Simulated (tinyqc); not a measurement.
Thermal and gravitational stress in a wafer during furnace and rapid thermal processing, and the onset of slip: one step, computed by the program tinyqc.

A thin free disc in plane stress, isotropic; T(r) = T_centre + dT (r/R)^n with n = 2. Stress is positive in tension; sigma_SB = 5.670374419e-8 W/(m^2 K^4), g = 9.80665 m/s^2.

Problem. Resolved stress round the edge. At the edge the stress is uniaxial along the tangent d = (cos phi, sin phi, 0) of a (001) wafer; the Schmid factor is the largest |(d.n)(d.b)| over the twelve {111}<110> systems.

Inputs (values chosen for the exercise, modelled on silicon): edge less centre temperature dT = 27 K.

Temperature profile: parabolic.

hoop stress at the edge = -8.2782 MPa

Give: Schmid factor and resolved stress at phi = 0, 7.5, 15, 22.5, 30, 37.5 and 45 degrees from [100].

Solution.

Schmid factor and resolved stress at phi = 0, 7.5, 15, 22.5, 30, 37.5 and 45 degrees from [100]:
```
phi from [100] (degrees)  Schmid factor  resolved stress (MPa)
0.0                              0.4082                  3.380
7.5                              0.4541                  3.759
15.0                             0.4830                  3.998
22.5                             0.4928                  4.079
30.0                             0.4830                  3.998
37.5                             0.4541                  3.759
45.0                             0.4082                  3.380
```

The factor is 1/sqrt(6) = 0.408 along <100> and <110> and peaks at 0.4928 at 22.5 degrees, so slip, if any, starts at eight places between these directions.
